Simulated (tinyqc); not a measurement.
Reduced Fermi level from a carrier density: charge neutrality of a doped semiconductor with incomplete ionisation. Computed by tinyqc, a small Python program. Command: `OMP_NUM_THREADS=1 python tinyqc.py 3003954 3003955 out.jsonl dopant walk`. One thread of a shared host (Intel(R) Xeon(R) Processor @ 2.30GHz), about 0.02 s of CPU time with the checks.

Energies are counted from the top of the valence band; E_D is measured down from the conduction band and E_A up from the valence band.

Inputs (values chosen for the exercise, modelled on silicon):
```
quantity              value  unit
gap at 0 K E_g0        1.17    eV
Varshni alpha      0.000478  eV/K
Varshni beta            652     K
electron mass m_e      0.34   m_0
valleys M_c               6     -
hole mass m_h         0.804   m_0
temperature T            77     K
```

Doping: n-type, compensated. Statistics of the bands: Boltzmann.

ratios u of density to N: 0.0052  0.019  0.071  0.26  0.97  3.6  13

Constants: m_0 = 9.1093837015e-31 kg; k_B = 1.380649e-23 J/K; h = 6.62607015e-34 J s; k_B = 8.617333262e-05 eV/K.

Method:
- E_g = E_g0 - alpha T^2/(T + beta).
- N_c = 2 M_c (2 pi m_e k_B T/h^2)^(3/2) and N_v = 2 (2 pi m_h k_B T/h^2)^(3/2), masses in units of m_0.
- n_i = sqrt(N_c N_v) exp(-E_g/(2 k_B T)); E_i = E_g/2 + (k_B T/2) ln(N_v/N_c).
- F_1/2(eta) = (2/sqrt(pi)) int_0^infinity sqrt(x)/(1 + exp(x - eta)) dx, by the trapezoid rule in t = sqrt(x) with step 0.02 up to t = 12 (for eta < -12 by exp(eta) - exp(2 eta)/2^(3/2)).
- For u = density/N of the majority band, eta solves F_1/2(eta) = u (bisection). Boltzmann: ln u. Joyce-Dixon: ln u + u/sqrt(8) - 4.95009e-3 u^2 + 1.48386e-4 u^3 - 4.42563e-6 u^4. Degenerate limit: (3 sqrt(pi) u/4)^(2/3). The last column is (eta - ln u) k_B T.

N_c = 3.88147e+18 cm^-3

k_B T = 0.00663535 eV

Eta by four rules:
```
u       density (cm^-3)    exact  Boltzmann  Joyce-Dixon  degenerate  Boltzmann error (meV)
0.0052       2.0184e+16  -5.2573    -5.2591      -5.2573      0.0363             1.2198e-02
0.019        7.3748e+16  -3.9566    -3.9633      -3.9566      0.0861             4.4561e-02
0.071        2.7558e+17  -2.6200    -2.6451      -2.6200      0.2073             1.6640e-01
0.26         1.0092e+18  -1.2555    -1.3471      -1.2555      0.4925             6.0774e-01
0.97         3.7650e+18   0.3080    -0.0305       0.3080      1.1847             2.2455e+00
3.6          1.3973e+19   2.4958     1.2809       2.4958      2.8398             8.0611e+00
13           5.0459e+19   6.5562     2.5649       6.5242      6.6843             2.6483e+01
```

What does the comparison show, and why?

Boltzmann statistics place E_F within 1 meV of the exact value up to u = 0.260 of those listed and miss by 26.5 meV at u = 13. Joyce-Dixon stays within 0.01 in eta up to u = 3.60; the degenerate limit is still 2.0 % high at the last u. A parabolic band is assumed throughout.
